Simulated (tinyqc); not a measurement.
Worked calculation: kinetics of strain relaxation and threading dislocations in mismatched semiconductor layers. Computed by tinyqc, a small Python program that keeps every step. Command: `OMP_NUM_THREADS=1 python tinyqc.py 3025772 3025773 out.jsonl threading walk`. One thread of a shared host (Intel(R) Xeon(R) Processor @ 2.30GHz), about 0.01 s of CPU time with the checks. Intermediate numbers are printed to about 7 digits and carried at full precision; extremes and crossings named in words are read from the listed rows.

60-degree dislocations on {111} planes of a (001) layer, isotropic elasticity. The Schmid factor is 1/sqrt(6), and a misfit segment relieves strain with b/2.

Inputs (values chosen for the exercise, for a model layer):

| quantity | value | unit |
|---|---|---|
| misfit f | 0.0102 | - |
| shear modulus G | 66 | GPa |
| Poisson ratio nu | 0.27 | - |
| Burgers vector b | 3.89 | angstrom |
| glide activation energy Q | 2.01 | eV |
| velocity prefactor v0 | 30000 | m/s per MPa |
| layer thickness h | 40 | nm |
| anneal temperature T | 813 | K |
| anneal time t | 190 | s |
| initial thread density rho_0 | 1.7e+07 | 1/cm^2 |
| multiplication constant delta | 49000 | 1/m |
| grading rate (misfit per thickness) R_f | 0.0029 | 1/micrometre |
| growth temperature of the buffer T_g | 1099 | K |
| growth rate R_g | 0.22 | nm/s |
| reaction radius r_A | 19 | nm |
| final thickness of a thick uniform layer H | 1.5 | micrometre |
| aspect ratio of a trench | 0.67 | - |

Sources: fixed density of threads.

Constants: k_B = 8.617333262e-05 eV/K.

## Excess stress and glide velocity at the start

Excess resolved stress tau = (1/sqrt 6) [2 G (1 + nu)/(1 - nu)] (e - e_eq), e_eq = b (1 - nu/4) [ln(h/b) + 1]/(4 pi (1 + nu) h), the Matthews-Blakeslee strain of an uncapped layer; glide velocity v = v0 tau exp(-Q/(k_B T)), tau in MPa.

equilibrium strain e_eq = 0.003200876

excess stress tau = 656.1798 MPa

mobility v/tau = 1.040287e-08 m/s per MPa

initial velocity = 6.826151 micrometre/s

The layer carries 3.2 times its equilibrium strain. In the anneal time a thread would run 1300 micrometre at this speed.

## Relaxation in the anneal

Threads run in two directions, so de/dt = -(b/4) rho v, with rho fixed. With x = e - e_eq, x0 = f - e_eq (fully strained at t = 0) and v = m S x (m the mobility, S x = tau): x = x0 exp(-t/t_r), t_r = 4/(b rho_0 m S). The half time is that at which x = x0/2.

strain left e = 0.003527888

share of the excess strain relieved = 95.32783 %

thread density = 1.70e+07 1/cm^2

half time = 42.98874 s

Most of the excess strain is gone. The misfit lines laid down are 0.029 micrometre apart. Caution: blocking of threads by crossing misfit lines, left out here, leaves real layers with more strain.

## Anneal temperature

The formulas are those given above.

After the time t:

| T (K) | first velocity (micrometre/s) | relieved (%) | threads (1/cm^2) | half time (s) |
|---|---|---|---|---|
| 671 | 1.575223e-02 | 0.70446 | 1.70e+07 | 1.862896e+04 |
| 695 | 5.232033e-02 | 2.32076 | 1.70e+07 | 5.608673e+03 |
| 723 | 1.919298e-01 | 8.25317 | 1.70e+07 | 1.528932e+03 |
| 746 | 5.189399e-01 | 20.77655 | 1.70e+07 | 5.654751e+02 |
| 773 | 1.546738e+00 | 50.05107 | 1.70e+07 | 1.897203e+02 |
| 791 | 3.073464e+00 | 74.82595 | 1.70e+07 | 9.547782e+01 |
| 817 | 7.855601e+00 | 97.05646 | 1.70e+07 | 3.735521e+01 |
| 858 | 3.073765e+01 | 99.99990 | 1.70e+07 | 9.546845e+00 |

The half time follows exp(Q/(k_B T)), a decade for each 59 K near 773 K. Relief goes from 21 % at 746 K to 74.8 % at 791 K: with a fixed density the onset is gradual, and more threads relax the layer sooner. Caution: rows with more than 50 % relieved leave out blocking by crossing misfit lines, which slows real layers.

## Graded buffer

In steady grading, strain is fed at R_f R_g and relieved at (b/4) rho v. As a glide-limited estimate, the driving stress is taken as the mean stress of the strained top zone, whose depth z solves R_f z/2 = e_eq(z), with strain R_f z at the surface; tau_g = S R_f z/2 is its mean; then rho = 4 R_f R_g/(b m tau_g), m = v0 exp(-Q/(k_B T_g)), S = (1/sqrt 6) 2 G (1 + nu)/(1 - nu), e_eq(z) = b (1 - nu/4) [ln(z/b) + 1]/(4 pi (1 + nu) z).

depth z of the strained zone = 349.6956 nm

stress tau_g = 47.53762 MPa

thread density of the buffer = 758.9290 1/cm^2

buffer thickness f/R_f = 3.517241 micrometre

Raising T_g by 50 K would lower this density by a factor 2.5: fast glide lets few threads do the work. Caution: real buffers seldom go below 1e5 /cm^2, as pile-ups and nucleation take over; this value is a lower bound.

## Thick uniform layer and trapping in a trench

A separate case, a thick relaxed layer. Pair reactions during growth: d rho/dh = -K rho^2 with K = 2 r_A tan(psi) and threads inclined by psi = 45 degrees (the <110> lines of {111} planes), so rho = 1/(K H) for a layer that starts with far more threads than that, as highly mismatched layers do. In a trench along [110] a thread on {111} rises at 54.74 degrees across the width, and leaves through the wall below the height w tan(54.74 degrees) = sqrt(2) w; the share of threads, evenly spread over the floor, that reach the top is max(0, 1 - a/sqrt 2) for the aspect ratio a.

thread density at H = 1.754386e+09 1/cm^2

share that reaches the top = 0.5262385

The trench is too shallow to trap all. Thickness alone needs 2600 micrometre for 1e6 /cm^2. Caution: at this small misfit a layer may start with fewer threads than 1/(K H), which is then only an upper bound.

Checks made by the program: strain against numerical integration (relative difference below 1e-10).
